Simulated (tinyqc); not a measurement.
Worked calculation: hot carriers by balance equations with a heated Maxwellian. Computed by tinyqc, a small Python program that keeps every step. Command: `OMP_NUM_THREADS=1 python tinyqc.py 3025989 3025990 out.jsonl hot walk`. One thread of a shared host (Intel(R) Xeon(R) Processor @ 2.30GHz), about 0.01 s of CPU time with the checks. Intermediate numbers are printed to about 6 digits and carried at full precision; extremes and crossings named in words are read from the listed rows.

The carriers follow a Maxwellian at an electron temperature T_e, slightly displaced; the drift energy is neglected against k_B T_e. The balance averages the rate, not the time, so mu_0 lies below the relaxation-time value.

Inputs (values chosen for the exercise, modelled on electrons in silicon):
```
quantity                                          value       unit
effective mass m                                  0.324        m_0
density rho                                        2329     kg/m^3
sound velocity v_l                                 9010        m/s
acoustic deformation potential D_A                   10         eV
phonon energy hbar w                               61.4        meV
optical or intervalley deformation potential D_o      5  1e8 eV/cm
final valleys Z_f                                     5          -
lattice temperature T                               250          K
electric field F                                     30      kV/cm
mixing                                              0.4          -
iteration cap                                       300          -
```

Band: parabolic. Solver: damped fixed point.

Constants: k_B = 8.617333262e-05 eV/K; k_B = 1.380649e-23 J/K; e = 1.602176634e-19 C; hbar = 1.054571817e-34 J s; m_0 = 9.1093837015e-31 kg; hbar = 6.582119569e-16 eV s.

## Equilibrium values

Parabolic band: E = hbar^2 k^2/(2 m), speed v = hbar k/m, states per spin, volume and energy g(E) = m k/(2 pi^2 hbar^2). Masses are multiplied by m_0 and all formulas are in SI units. Phonon occupation N_q = 1/(exp(hbar w/(k_B T)) - 1). Acoustic deformation potential (elastic, equipartition, absorption and emission together): 1/tau = 2 pi k_B T D_A^2 g(E)/(hbar rho v_l^2). Optical or intervalley deformation potential: 1/tau = (pi Z_f D_o^2/(rho w)) [N_q g(E + hbar w) + (N_q + 1) g(E - hbar w)], with g = 0 below the band edge. Averages over the Maxwellian, <y> = int y x^(1/2) exp(-x) dx / int x^(1/2) exp(-x) dx with x = E/(k_B T_e), split at x_0 = hbar w/(k_B T_e): 64 Gauss-Legendre points in sqrt(x) below it and 128 in sqrt(x - x_0) above it, up to x = 32. Momentum balance: mu(T_e) = e/(m nu), nu = <x (sum of rates)>/<x>. Power lost per carrier: P(T_e) = hbar w <emission rate - absorption rate> + <(2 m v_l^2/(k_B T)) (E - 2 k_B T) acoustic rate>. Energy relaxation time at weak heating: tau_E = (3/2) k_B / (dP/dT_e), the derivative by a central difference of +/- 0.5 K at T_e = T.

low-field mobility mu_0 = 1423.99 cm^2/(V s)

energy relaxation time tau_E = 0.535057 ps

tau_E is 2.04 times the momentum relaxation time m mu_0/e: energy is lost more slowly than direction, which is why carriers heat.

## Balance functions

The field that sustains T_e follows from e mu F^2 = P.

Against the electron temperature:
```
T_e (K)  mu (cm^2/(V s))  P optical (1e9 eV/s)  P acoustic (1e9 eV/s)  F (kV/cm)  drift velocity (1e7 cm/s)
275              1296.54                 6.253            1.13745e-01     2.2160                    0.28732
325              1101.42                20.272            3.70962e-01     4.3292                    0.47683
400               906.33                43.431            8.23091e-01     6.9877                    0.63331
500               745.56                75.440            1.53374e+00    10.1608                    0.75756
750               544.18               151.035            3.75688e+00    16.8657                    0.91780
1250              387.71               273.552            9.70022e+00    27.0293                    1.04794
2000              293.88               410.437            2.14723e+01    38.3367                    1.12662
3000              234.89               548.844            4.13257e+01    50.1256                    1.17738
```

Optical phonons take 98 % of the power in the first row and 93 % in the last. The velocity grows as F^0.76 at first and as F^0.16 at the end, so it levels off; if optical phonons alone set both balances the limit at high T_e would be sqrt(3 hbar w tanh(hbar w/2 k_B T)/(4 m)) = 1.49 in the same unit. Rows above 1400 K (k_B T_e > 0.12 eV) stretch the parabolic band.

## First iteration

Fixed point: T_out = T + (T_e - T) e mu(T_e) F^2/P(T_e), T_new = T_e + mixing (T_out - T_e). Start at T_e = 1.5 T.

mu at the start = 961.760 cm^2/(V s)

P at the start = 3.62060e+10 eV/s

new T_e = 1520.36 K

## The whole iteration

Start at T_e = 1.5 T; stop when T_e moves by less than 1e-6 K or exceeds 1e6 K.

Course of the iteration:
```
iteration  T_e (K)  mu (cm^2/(V s))     step (K)
1           375.00          961.760  1.14536e+03
2          1520.36          344.412  4.66892e+01
3          1473.67          350.857  2.35516e+01
4          1450.12          354.249  1.17555e+01
5          1438.37          355.979  5.83416e+00
6          1432.53          356.847  2.88690e+00
7          1429.64          357.279  1.42638e+00
...            ...              ...          ...
22         1426.83          357.702  3.56679e-05
23         1426.83          357.702  1.75970e-05
24         1426.83          357.702  8.68159e-06
25         1426.83          357.702  4.28312e-06
26         1426.83          357.702  2.11310e-06
27         1426.83          357.702  1.04251e-06
28         1426.83          357.702  5.14331e-07
```

electron temperature T_e = 1426.83 K

Converged in 28 iterations.

## Drift velocity

v = mu(T_e) F; warm-carrier coefficient (mu/mu_0 - 1)/F^2.

mobility mu(T_e) = 357.702 cm^2/(V s)

drift velocity = 1.07311 1e7 cm/s

mu/mu_0 = 0.251197

(mu/mu_0 - 1)/F^2 = -8.32003e-04 cm^2/kV^2

T_e/T = 5.71; the simple estimate T + (2/3) e mu_0 F^2 tau_E/k_B would give 5555 K, too high since mu falls and tau_E changes as the gas heats. Caution: k_B T_e exceeds 0.12 eV, where non-parabolicity and a non-Maxwellian tail matter.

Checks made by the program: detailed balance, P(T_e = T) = 0, on the scale of P at 1.1 T (relative difference below 1e-10).
